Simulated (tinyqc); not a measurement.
# Defect equilibria of an oxide against oxygen pressure (mass action), step by step

A worked calculation. Computed by tinyqc, a small Python program that keeps every step. Command: `OMP_NUM_THREADS=1 python tinyqc.py 3005994 3005995 out.jsonl brouwer walk`. One thread of a shared host (Intel(R) Xeon(R) Processor @ 2.30GHz), about 0.01 s of CPU time with the checks. Intermediate numbers are printed to about 7 digits and carried at full precision; extremes and crossings named in words are read from the listed rows.

Defects: oxygen vacancies V (charge +2), electrons n, holes p, the ionic partner X = O_i'' (charge -2), and the dopant. Activities are taken equal to concentrations.

Inputs (values chosen for the exercise, for a model oxide):

| quantity | value | unit |
|---|---|---|
| reduction enthalpy H_r | 4.99 | eV |
| prefactor K_r0 | 2.8e+68 | cm^-9 atm^(1/2) |
| gap E_g | 3.39 | eV |
| prefactor N_c N_v | 5.2e+40 | cm^-6 |
| disorder enthalpy H_s | 4.21 | eV |
| prefactor K_s0 | 1.5e+45 | cm^-6 |
| dopant density N_d | 7e+17 | cm^-3 |
| temperature T | 1200 | K |
| oxygen pressure P | 4e-21 | atm |
| electron mobility mu_n | 3 | cm^2/(V s) |
| hole mobility mu_p | 0.014 | cm^2/(V s) |
| vacancy diffusion prefactor D_0 | 0.019 | cm^2/s |
| vacancy migration energy E_m | 0.95 | eV |

Ionic disorder: anion Frenkel. Dopant (singly charged, fully ionised): donor.

Constants: k_B = 8.617333262e-05 eV/K; e = 1.602176634e-19 C.

## Equilibrium constants

K_r = K_r0 exp(-H_r/k_B T) = [V] n^2 P^(1/2); K_i = N_c N_v exp(-E_g/k_B T) = n p; K_s = K_s0 exp(-H_s/k_B T) = [X] [V].

K_r = 3.090868e+47 cm^-9 atm^(1/2)

K_i = 3.010440e+26 cm^-6

K_s = 3.125140e+27 cm^-6

## Trial electron densities

Neutrality: 2 [V] + p + N_d = n + 2 [X]. With n as the unknown, [V] = K_r/(n^2 P^(1/2)), p = K_i/n, [X] = K_s/[V]; the log ratio is ln(positive/negative).

Densities (cm^-3):

| n | [V] | p | [X] | log ratio |
|---|---|---|---|---|
| 1.00e+17 | 4.887091e+23 | 3.010440e+09 | 6.394683e+03 | 16.09526 |
| 1.00e+18 | 4.887091e+21 | 3.010440e+08 | 6.394683e+05 | 9.18757 |
| 1.00e+19 | 4.887091e+19 | 3.010440e+07 | 6.394683e+07 | 2.28688 |
| 1.00e+20 | 4.887091e+17 | 3.010440e+06 | 6.394683e+09 | -4.08791 |
| 1.00e+21 | 4.887091e+15 | 3.010440e+05 | 6.394683e+11 | -7.25056 |

## Solution at the given pressure

The root is found by 60 bisections in ln n between n = 1e-10 and 1e25 cm^-3.

n = 2.161684e+19 cm^-3

[V] = 1.045842e+19 cm^-3

p = 1.392637e+07 cm^-3

[X] = 2.988157e+08 cm^-3

The largest terms give the Brouwer balance 2 [V] = n; the smaller of the two terms is 97 % of the total charge of one sign.

## Conductivities

sigma_n = e n mu_n, sigma_p = e p mu_p, sigma_ion = 2 e [V] mu_V with mu_V = 2 e D/(k_B T) and D = D_0 exp(-E_m/k_B T); only the oxygen vacancies carry ionic current, and the ionic transport number is sigma_ion over the total.

sigma_n = 10.39020 S/cm

sigma_p = 3.123750e-14 S/cm

sigma_ion = 1.260699e-04 S/cm

total conductivity = 10.39032 S/cm

ionic transport number = 1.213340e-05

The conductor is mainly n-type electronic here.

## Brouwer diagram

The slope is d log n / d log P from this row and the one above; the last column names the largest term on each side. Pressures that give more than 3e21 cm^-3 are left out.

Log10 of the densities in cm^-3:

| log10 P (atm) | n | [V] | p | [X] | slope of n | balance |
|---|---|---|---|---|---|---|
| -32 | 21.26376 | 20.96256 | 5.214871 | 6.53231 | - | 2 [V] = n |
| -28 | 20.59729 | 20.29549 | 5.881337 | 7.19938 | -0.1666164 | 2 [V] = n |
| -24 | 19.93156 | 19.62696 | 6.547069 | 7.86791 | -0.1664330 | 2 [V] = n |
| -20 | 19.26926 | 18.95156 | 7.209370 | 8.54331 | -0.1655753 | 2 [V] = n |
| -16 | 18.62342 | 18.24324 | 7.855211 | 9.25163 | -0.1614602 | 2 [V] = n |
| -12 | 18.06433 | 17.36141 | 8.414297 | 10.13346 | -0.1397715 | N_d = n |
| -8 | 17.85259 | 15.78489 | 8.626036 | 11.70998 | -0.0529349 | N_d = n |
| -4 | 17.84511 | 13.79985 | 8.633515 | 13.69502 | -0.0018698 | N_d = n |
| 0 | 17.83908 | 11.81192 | 8.639552 | 15.68294 | -0.0015092 | N_d = n |

Regimes: 2 [V] = n from log P = -32 to -16, where that balance predicts a slope of -1/6 and the table comes as close as -0.167; N_d = n from log P = -12 to 0, where that balance predicts a slope of 0 and the table comes as close as -0.002. Rows with n or p near or above sqrt(N_c N_v) are degenerate, and n p = K_i is then only nominal.

## Conductivity against oxygen pressure

The formulas are those given above.

Log10 of the conductivities in S/cm:

| log10 P (atm) | n-type | p-type | ionic | total | ionic transport number |
|---|---|---|---|---|---|
| -28 | 2.279125 | -14.76782 | -2.62336 | 2.279130 | 1.251726e-05 |
| -24 | 1.613393 | -14.10209 | -3.29190 | 1.613398 | 1.243669e-05 |
| -20 | 0.951092 | -13.43979 | -3.96729 | 0.951097 | 1.206726e-05 |
| -16 | 0.305251 | -12.79395 | -4.67561 | 0.305255 | 1.045038e-05 |
| -12 | -0.253835 | -12.23487 | -5.55744 | -0.253833 | 4.970406e-06 |
| -8 | -0.465574 | -12.02313 | -7.13396 | -0.465574 | 2.145915e-07 |
| -4 | -0.473054 | -12.01565 | -9.11900 | -0.473054 | 2.259695e-09 |
| 0 | -0.479090 | -12.00961 | -11.10693 | -0.479090 | 2.355920e-11 |

The ionic transport number stays at or below about 1.3e-5: no electrolytic window. The total has no minimum inside this range.

Checks made by the program: the three mass-action laws (relative difference below 1e-10).
